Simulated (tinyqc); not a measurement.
# Illuminated p-n diode, drift-diffusion by the Gummel loop with Scharfetter-Gummel fluxes: what changes with what

Abrupt junction at x = 0, p side from -Lp, n side to Ln, ohmic contacts. psi is counted from the intrinsic level; n = ni exp((psi - phin)/Vt), p = ni exp((phip - psi)/Vt). Contacts: p side psi = V - Vt ln(Na/ni), p = Na, n = ni^2/Na; n side psi = Vt ln(Nd/ni), n = Nd, p = ni^2/Nd. Constant mobilities, D = mu Vt, Boltzmann statistics, SRH recombination through a mid-gap level, U = (n p - ni^2)/(tp (n + ni) + tn (p + ni)). Current is positive from the p contact to the n contact.

Parameters, values chosen for the exercise; band and dielectric values close to those of silicon:

| symbol | value | unit | meaning |
|---|---|---|---|
| T | 275 | K | temperature |
| Eg | 1.13 | eV | band gap |
| eps_r | 11.5 |  | relative permittivity |
| Nc | 2.5e19 | cm^-3 | conduction-band density of states at T |
| Nv | 2.28e19 | cm^-3 | valence-band density of states at T |
| Na | 8.9e15 | cm^-3 | acceptor density of the p side |
| Nd | 5.8e16 | cm^-3 | donor density of the n side |
| mun | 930 | cm^2/(V s) | electron mobility |
| mup | 320 | cm^2/(V s) | hole mobility |
| tn | 2e-8 | s | SRH lifetime of electrons |
| tp | 3e-7 | s | SRH lifetime of holes |
| Lp | 1.1 | um | length of the p side |
| Ln | 1.4 | um | length of the n side |
| G | 2e20 | cm^-3 s^-1 | uniform generation rate |

Constants: q = 1.602176634e-19 C, kB = 1.380649e-23 J/K, Vt = kB T/q, eps0 = 8.8541878128e-14 F/cm where lengths are in cm. Results are converted to the units shown.

Each table varies one quantity; the others keep the values above.

## Current against voltage in the dark

ni = sqrt(Nc Nv) exp(-Eg/(2 Vt)), Eg in volts. Poisson and both continuity equations are solved self-consistently with Scharfetter-Gummel fluxes on a graded mesh of 500 nodes. J_scr is q times the integral of U between -xp and xn. Ideal diffusion current J_id = q ni^2 [Dn coth(wp/Le)/(Le Na) + Dp coth(wn/Lh)/(Lh Nd)] (exp(V/Vt) - 1), Le = sqrt(Dn tn), Lh = sqrt(Dp tp), wp = Lp - xp, wn = Ln - xn, with xp and xn from the depletion approximation (W = sqrt(2 eps0 eps_r (Vbi - V)(1/Na + 1/Nd)/q), xp = W Nd/(Na + Nd), xn = W Na/(Na + Nd), Vbi = Vt ln(Na Nd/ni^2)). Ideality factor = 0.004 V/(Vt ln[J(V + 0.004 V)/J(V)]). Here G = 0.

In this table G = 0 cm^-3 s^-1.

Results:
columns A: V (V); B: J (A/cm^2); C: ideality factor; D: J_scr/J (%); E: J_id (A/cm^2); F: share recombining at the contacts (%); G: larger minority/doping at -xp and xn
```
A           B     C       D        E     F         G
0.16  9.29e-8  1.75    94.9  4.79e-9  5.05  1.86e-11
0.29  2.79e-6  1.38    60.5  1.12e-6  39.2   4.43e-9
0.36  2.91e-5  1.15    28.8  2.10e-5  70.6   8.42e-8
0.43  4.31e-4  1.05    10.0  3.94e-4  89.2   1.59e-6
0.49  0.00496  1.02    3.71  0.00486  95.4   1.97e-5
0.56   0.0903  1.01    1.18   0.0910  97.9   3.68e-4
0.62     1.09  1.02   0.426     1.12  98.6   0.00441
0.69     19.1  1.07  0.0871     20.8  99.2    0.0705
```

Estimate the missing row, V = 0.23 V.

Computed row:
columns A: V (V); B: J (A/cm^2); C: ideality factor; D: J_scr/J (%); E: J_id (A/cm^2); F: share recombining at the contacts (%); G: larger minority/doping at -xp and xn
```
A           B     C     D        E     F         G
0.23  5.23e-7  1.62  83.0  9.02e-8  16.9  3.55e-10
```

With this row back in the table: J rises from 9.29e-8 to 19.1 A/cm^2; the ideality factor goes from 1.75 through a minimum of 1.01 (at V = 0.56 V among the rows listed) to 1.07. Recombination in the depleted layer carries over half of the current up to V = 0.29 V, where the factor is 1.38; it grows roughly as exp(V/2 Vt), so diffusion overtakes it. Where the factor is lowest (V = 0.56 V), J is 0.76 % below the ideal diffusion current.

## Solar-cell figures against the SRH lifetime of electrons

Jsc = -J(0), collected share Jsc/(q G (Lp + Ln)), estimate q G [W + Le tanh(wp/2 Le) + Lh tanh(wn/2 Lh)] at V = 0 with Le = sqrt(Dn tn), Lh = sqrt(Dp tp), W, wp = Lp - xp and wn = Ln - xn from the depletion approximation; J(Voc) = 0; Vmp maximises -J V; FF = Pmax/(Jsc Voc).

Solar-cell figures against the SRH lifetime of electrons:
```
tn (s)  Jsc (mA/cm^2)  collected share (%)  estimate of Jsc (mA/cm^2)  Voc (V)  Vmp (V)     FF  Pmax (mW/cm^2)
1e-10            4.29                 53.6                       4.36    0.456    0.376  0.719            1.41
1e-9             4.53                 56.5                       4.56    0.480    0.405  0.756            1.64
1e-8             4.56                 56.9                       4.58    0.486    0.414  0.771            1.71
1e-7             4.56                 56.9                       4.59    0.487    0.416  0.776            1.72
1e-6             4.56                 56.9                       4.59    0.488    0.417  0.777            1.73
```

As tn rises from 1e-10 to 1e-6, the collected share rises from 53.6 to 56.9 %, Voc rises from 0.456 to 0.488 V and FF rises from 0.719 to 0.777. The estimate of Jsc is within 1.5 % in all rows.

Program tinyqc, `OMP_NUM_THREADS=1 python tinyqc.py 2240051 2240052 out.jsonl`; Intel Xeon 2.30GHz, shared host, one thread, about 0.5 s.
